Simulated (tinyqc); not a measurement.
## Hole mobility in a silicon inversion layer, empirical terms and Matthiessen rule: effect of the temperature

Inversion layer of sheet density Ns on a uniformly doped body. The mobility terms are empirical power laws with prefactors chosen for the exercise; adding their inverses (Matthiessen) is itself an approximation.

Nc and Nv are given at 273 K and scale as (T/273 K)^1.5; Eg is fixed. ni = sqrt(Nc Nv) exp(-Eg/(2 Vt)), Eg in volts; Ndep = sqrt(2 eps0 eps_r Nb (2 Vt ln(Nb/ni) + Vsb)/q); E = q (Ndep + eta Ns)/(eps0 eps_r), in MV/cm. With t = T/(300 K): muC = Ac (Ns/1e12 cm^-2) t/(Nb/1e17 cm^-3 + Nit/1e11 cm^-2), muP = Ap E^(-1/3) t^(-1.75), muS = As E^(-gs); 1/mu is the sum of the inverses.

Values chosen for this exercise; material values close to those of silicon:
```
symbol    value        unit                                                         meaning
Eg         1.13          eV                                                        band gap
eps_r      11.8                                  relative permittivity of the semiconductor
Nc      2.41e19       cm^-3  conduction-band density of states at the reference temperature
Nv       2.3e19       cm^-3     valence-band density of states at the reference temperature
Nb       1.8e18       cm^-3                                                     body doping
Vsb           1           V                                               reverse body bias
eta      0.3333                       weight of the inversion charge in the effective field
Ap          133  cm^2/(V s)                    phonon-limited mobility at 1 MV/cm and 300 K
As          536  cm^2/(V s)                           roughness-limited mobility at 1 MV/cm
gs            1                                              exponent of the roughness term
Ac         1800  cm^2/(V s)                                               Coulomb prefactor
Nit      5.8e10       cm^-2                                         charge at the interface
Ns       9.3e11       cm^-2                                               inversion density
```

Constants: q = 1.602176634e-19 C, kB = 1.380649e-23 J/K, Vt = kB T/q, eps0 = 8.8541878128e-14 F/cm where lengths are in cm. Results are converted to the units shown.

Effect of the temperature:
```
T (K)  E (MV/cm)  muC (cm^2/(V s))  muP (cm^2/(V s))  muS (cm^2/(V s))  mu (cm^2/(V s))
120        1.125             36.04             635.6             476.5            31.83
160        1.119             48.05             384.8             478.8            39.22
200        1.113             60.06             260.9             481.5            44.33
250        1.105             75.08             177.0             485.1            47.55
300        1.096             90.10             129.0             489.2            47.86
350        1.086             105.1             98.81             493.7            46.17
400        1.075             120.1             78.47             498.5            43.34
450        1.064             135.1             64.07             503.6            40.01
```

As T goes from 120 to 450 K, E falls from 1.12 to 1.06 MV/cm and mu goes from 31.8 through a maximum of 47.9 (at T = 300 K among the rows listed) to 40.0 cm^2/(V s). The smallest term is the Coulomb one in the first row and the phonon one in the last. Coulomb scattering weakens and phonon scattering grows with T, hence the maximum. For T = 120 to 160 K dopant freeze-out and degenerate screening, left out here, matter.

tinyqc, about 0.01 s, one thread, Intel Xeon 2.30GHz (shared host): `OMP_NUM_THREADS=1 python tinyqc.py 2510063 2510064 out.jsonl`
